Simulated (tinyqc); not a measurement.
From results back to parameters: parabolic quantum dot in a magnetic field (Fock-Darwin). Three cases, with inputs chosen for the exercise.

Problem. The two far-infrared modes of a parabolic dot are W +/- wc/2 with W = sqrt(w0^2 + wc^2/4) and hbar wc = 2 muB B/m. They were computed from hidden w0 and m.

Constants: muB = 5.788381798e-05 eV/T.

Case 1.

Values chosen (out of a larger set: near those of a gate-defined dot in InAs; not measured data): B = 1.64 T (magnetic field).

modes (meV): 11.32507  5.10019

Case 2.

Values chosen (out of a larger set: near those of a gate-defined dot in InGaAs; not measured data): B = 3.07 T (magnetic field).

modes (meV): 10.32975  2.71933

Case 3.

Values chosen (out of a larger set: near those of a gate-defined dot in GaAs; not measured data): B = 1.63 T (magnetic field).

modes (meV): 7.08302  4.27078

Find: hbar wc; m; hbar w0.

Solution. Their difference is hbar wc and their product (hbar w0)^2.

Case 1.

hbar wc = 6.225 meV
m = 0.0305 m0
hbar w0 = 7.60 meV

Case 2.

hbar wc = 7.610 meV
m = 0.0467 m0
hbar w0 = 5.30 meV

Case 3.

hbar wc = 2.812 meV
m = 0.0671 m0
hbar w0 = 5.50 meV

Computed by tinyqc, one run a case: `OMP_NUM_THREADS=1 python tinyqc.py N N+1 out.jsonl` with N = 1280184, 1280191, 1280325; one thread of a shared Intel(R) Xeon(R) Processor @ 2.30GHz, about 0.08 s a run at most.
